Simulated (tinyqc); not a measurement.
# Changing the Ge fraction x

Model: composition and strain of an epitaxial Si(1-x)Ge(x) layer from Raman and X-ray peaks. Computed by tinyqc, a small Python program. Command: `OMP_NUM_THREADS=1 python tinyqc.py 3009443 3009444 out.jsonl epiraman sweep`. One thread of a shared host (Intel(R) Xeon(R) Processor @ 2.30GHz), about 0.01 s of CPU time with the checks.

A (001) layer, biaxially strained in the plane. The Raman peaks follow empirical lines omega = w0 + c1 x + c3 x^3 + b eps (c3 for Si-Ge alone), with eps the in-plane strain.

Inputs (values chosen for the exercise, modelled on silicon-germanium):

| quantity | value | unit |
|---|---|---|
| degree of relaxation R | 0 | - |
| lattice constant of Si | 5.431 | angstrom |
| lattice constant of Ge | 5.658 | angstrom |
| bowing B | 0.027 | angstrom |
| 2 C12/C11 of Si | 0.774 | - |
| 2 C12/C11 of Ge | 0.747 | - |
| Si-Si: w0 | 521 | 1/cm |
| Si-Si: c1 | -67.9 | 1/cm |
| Si-Si: strain coefficient b | -727 | 1/cm |
| Si-Ge: w0 | 400.3 | 1/cm |
| Si-Ge: c1 | 24.2 | 1/cm |
| Si-Ge: c3 | -34.1 | 1/cm |
| Si-Ge: strain coefficient b | -575 | 1/cm |
| Ge-Ge: w0 | 280.2 | 1/cm |
| Ge-Ge: c1 | 18.9 | 1/cm |
| Ge-Ge: strain coefficient b | -466 | 1/cm |
| X-ray wavelength | 1.540598 | angstrom |

Substrate: silicon.

Method:
- Relaxed lattice constant a(x) = a_Si + (a_Ge - a_Si) x - B x (1 - x).
- In-plane constant a_par = a_sub + R (a(x) - a_sub); eps = a_par/a(x) - 1; eps_perp = -(2 C12/C11) eps with 2 C12/C11 linear in x; a_perp = a(x) (1 + eps_perp).
- Insert x and eps in the three lines; the strain part is b eps.
- Bragg angle theta = arcsin(2 lambda/a) for (004), for the substrate with a_sub and the layer with a_perp; separation in arc seconds.

One run for each value:

| Ge fraction x | Si-Si peak (1/cm) | Si-Ge peak (1/cm) | Ge-Ge peak (1/cm) | in-plane strain eps (per mille) | separation, layer less substrate (arcsec) |
|---|---|---|---|---|---|
| 0.08 | 517.73 | 403.93 | 283.10 | -2.969 | -744.9 |
| 0.18 | 513.68 | 408.33 | 286.74 | -6.744 | -1682.0 |
| 0.29 | 509.29 | 412.80 | 290.80 | -10.976 | -2719.5 |
| 0.40 | 504.95 | 416.59 | 294.88 | -15.288 | -3763.0 |
| 0.50 | 501.06 | 419.22 | 298.63 | -19.277 | -4716.2 |
| 0.60 | 497.22 | 420.87 | 302.41 | -23.328 | -5672.9 |
| 0.71 | 493.04 | 421.29 | 306.60 | -27.854 | -6728.5 |
| 0.82 | 488.91 | 420.00 | 310.82 | -32.451 | -7786.9 |
| 0.92 | 485.21 | 417.11 | 314.69 | -36.690 | -8750.6 |

What does the table show, and why?

Over the rows, Si-Si peak (1/cm) falls from 518 to 485 (exponent d ln y / d ln x -0.0097 between the first rows and -0.066 between the last); Si-Ge peak (1/cm) goes from 404 through a maximum among these rows, 421 at 0.710, to 417; Ge-Ge peak (1/cm) rises from 283 to 315 (exponent d ln y / d ln x 0.016 between the first rows and 0.11 between the last). Composition and strain both change with x. The Si-Si peak moves by -38.7 per cm per unit x on average, against c1 = -67.9 without strain: eps moves towards compression as x grows, which offsets part of the fall, in proportion to 1 - R.

Caution (rows 0.0800, 0.180, 0.820, 0.920): near either end one of the like-atom peaks is weak, since its intensity follows the number of such bonds. Caution (rows 0.600, 0.710, 0.820, 0.920): strains above 2 % survive only in layers a few nanometres thick, and the linear relations lose accuracy.

Extremes, crossings and ranges named in words are read from the listed rows.
